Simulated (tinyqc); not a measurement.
Haynes-Shockley experiment: drift, diffusion and decay of a minority-carrier pulse: one step, computed by the program tinyqc.

A thin sheet of excess carriers is made at x = 0, t = 0 in a long uniform bar; injection is low, so the pulse moves with the minority mobility.

Question. Simple reading of the pulse. With w the full width at half maximum: mu = d/(F t_p); D = (w d)^2/(16 ln2 t_p^3); Einstein ratio D/mu against k_B T/e.

Inputs (values chosen for the exercise, modelled on electrons in p-type germanium in a lightly doped bar): minority mobility mu = 4260 cm^2/(V s); temperature T = 300 K; field F = 10 V/cm; distance d to the collector = 0.79 cm.

time of the peak t_p = 18.47088 microsecond

width at half maximum = 3.521530 microsecond

D = 110.1295 cm^2/s

Constants: k_B = 8.617333262e-05 eV/K.

Give: apparent mobility; apparent D; apparent D/mu; error of mu; error of D.

Answer.

apparent mobility = 4277 cm^2/(V s)

apparent D = 111 cm^2/s

apparent D/mu = 25.9 mV

error of mu = 0.399 %

error of D = 0.555 %
